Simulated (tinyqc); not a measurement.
Worked calculation: Hubbard chain of 3 sites. Computed by tinyqc, a small Python program that keeps every step. Settings: hopping = 1.2, U = 7.1, mixing = 1, iteration cap = 83. Command: `OMP_NUM_THREADS=1 python tinyqc.py 27462 27463 out.jsonl` (the two numbers bound the seeds that draw the settings). One thread of a shared host (Intel(R) Xeon(R) Processor @ 2.60GHz), about 0.2 s of CPU time with the checks. Later iterations appear only in the table of the cycle.

## Mean-field iteration 1

one-body matrix (hopping and site energies) (eV):
```
          1         2         3
1   0.00000  -1.20000   0.00000
2  -1.20000   0.00000  -1.20000
3   0.00000  -1.20000   0.00000
```

U = 7.10000 eV

electrons, up and down: 1  1

mixing = 1

n(up) at the start (a guess, not normalised): 1 0.33300, 2 0.33300, 3 0.33300

n(down) at the start (a guess): 1 0.33300, 2 0.33300, 3 0.33300

H(up) = T + U n(down), H(down) = T + U n(up); fill the lowest levels; n(new) = n + mixing (n(out) - n); E = tr T (rho up + rho down) + U sum n_up n_down of the output.

levels, up (eV): 0.66724  2.36430  4.06136

levels, down (eV): 0.66724  2.36430  4.06136

energy = -0.73161 eV

n(up) after iteration 1: 1 0.25000, 2 0.50000, 3 0.25000

n(down) after iteration 1: 1 0.25000, 2 0.50000, 3 0.25000

## Mean-field iteration 2

As before.

levels, up (eV): 0.74739  1.77500  4.57761

levels, down (eV): 0.74739  1.77500  4.57761

energy = -0.59593 eV

n(up) after iteration 2: 1 0.36585, 2 0.26829, 3 0.36585

n(down) after iteration 2: 1 0.36585, 2 0.26829, 3 0.36585

## Mean-field iteration 3

As before.

levels, up (eV): 0.51918  2.59757  3.98325

levels, down (eV): 0.51918  2.59757  3.98325

energy = -0.20165 eV

n(up) after iteration 3: 1 0.20001, 2 0.59998, 3 0.20001

n(down) after iteration 3: 1 0.20001, 2 0.59998, 3 0.20001

## Convergence

Each step fills the lowest levels of T + U n(other spin) and sets n(new) = n + mixing (n(out) - n); stop when output and input agree to 1e-8.

Course of the cycle:

| iteration | E (eV) | largest \|n(out) - n(in)\| | mean \|n_up - n_down\| |
|---|---|---|---|
| 1 | -0.7316125 | 1.67e-01 | 0.00000 |
| 2 | -0.5959337 | 2.32e-01 | 0.00000 |
| 3 | -0.2016481 | 3.32e-01 | 0.00000 |
| 4 | 0.0167287 | 4.21e-01 | 0.00000 |
| 5 | 0.8851978 | 5.39e-01 | 0.00000 |
| 6 | 0.7077848 | 6.03e-01 | 0.00000 |
| 7 | 1.7151540 | 6.67e-01 | 0.00000 |
| 8 | 1.0218601 | 6.90e-01 | 0.00000 |
| 9 | 1.9960140 | 7.09e-01 | 0.00000 |
| 10 | 1.1054171 | 7.15e-01 | 0.00000 |
| 11 | 2.0627746 | 7.19e-01 | 0.00000 |
| ... | ... | ... | ... |
| 73 | 2.0522471 | 7.41e-01 | 0.00000 |
| 74 | 2.1294111 | 7.40e-01 | 0.00000 |
| 75 | 2.0614503 | 7.40e-01 | 0.00000 |
| 76 | 2.1211998 | 7.39e-01 | 0.00000 |
| 77 | 2.0685872 | 7.39e-01 | 0.00000 |
| 78 | 2.1148520 | 7.38e-01 | 0.00000 |
| 79 | 2.0741198 | 7.38e-01 | 0.00000 |
| 80 | 2.1099429 | 7.38e-01 | 0.00000 |
| 81 | 2.0784077 | 7.38e-01 | 0.00000 |
| 82 | 2.1061455 | 7.38e-01 | 0.00000 |
| 83 | 2.0817302 | 7.38e-01 | 0.00000 |

Not converged within 83 iterations: the residual has stopped falling. The lowest mean-field energy found from random starts is -1.75635 eV. Reruns (cap 100 unless said): mixing 0.2: converged in 48 to a higher stationary point (E = -0.91155); mixing 0.5: converged in 17 to a higher stationary point (E = -0.91155); mixing 0.9: not converged; the original settings with a cap of 400: not converged.

## The many-body Hamiltonian

Basis: all placements (u, d, 2, 0 on each site), up operators ordered before down ones; hops carry the sign of the same-spin electrons passed.

H (eV):
```
          200       ud0       u0d       du0       020       0ud       d0u       0du
200   7.10000  -1.20000   0.00000  -1.20000   0.00000   0.00000   0.00000   0.00000
ud0  -1.20000   0.00000  -1.20000   0.00000  -1.20000   0.00000   0.00000   0.00000
u0d   0.00000  -1.20000   0.00000   0.00000   0.00000  -1.20000   0.00000   0.00000
du0  -1.20000   0.00000   0.00000   0.00000  -1.20000   0.00000  -1.20000   0.00000
020   0.00000  -1.20000   0.00000  -1.20000   7.10000  -1.20000   0.00000  -1.20000
0ud   0.00000   0.00000  -1.20000   0.00000  -1.20000   0.00000   0.00000   0.00000
d0u   0.00000   0.00000   0.00000  -1.20000   0.00000   0.00000   0.00000  -1.20000
0du   0.00000   0.00000   0.00000   0.00000  -1.20000   0.00000  -1.20000   0.00000
002   0.00000   0.00000   0.00000   0.00000   0.00000  -1.20000   0.00000  -1.20000

          002
200   0.00000
ud0   0.00000
u0d   0.00000
du0   0.00000
020   0.00000
0ud  -1.20000
d0u   0.00000
0du  -1.20000
002   7.10000
```

## Exact diagonalisation (9 states)

Lowest levels of the sector, and the double occupancy of the lowest state.

lowest levels (eV): -2.22258  -1.69706  -0.38478  0.00000  1.12187  1.69706

double occupancy per site = 0.01970

## The lowest level by Lanczos steps

From a random start vector (not printed): a_j = <q_j|H|q_j>, b_j = norm of the remainder after orthogonalising; the Ritz value is the lowest eigenvalue of the tridiagonal matrix of a and b so far.

Lanczos:

| j | a_j (eV) | b_j (eV) | lowest Ritz value (eV) |
|---|---|---|---|
| 1 | 2.53652 | 4.32006 | 2.5365247 |
| 2 | 3.30831 | 1.70366 | -1.4148427 |
| 3 | 0.33174 | 1.89573 | -2.0207140 |
| 4 | 5.56167 | 3.13410 | -2.1361792 |
| 5 | 2.41976 | 1.46219 | -2.1871922 |
| 6 | 1.86364 | 3.90031 | -2.1968676 |
| 7 | 4.34689 | 1.19012 | -2.2164673 |
| 8 | 0.65497 | 0.75581 | -2.2219614 |
| 9 | 0.27650 | 0 | -2.2225761 |
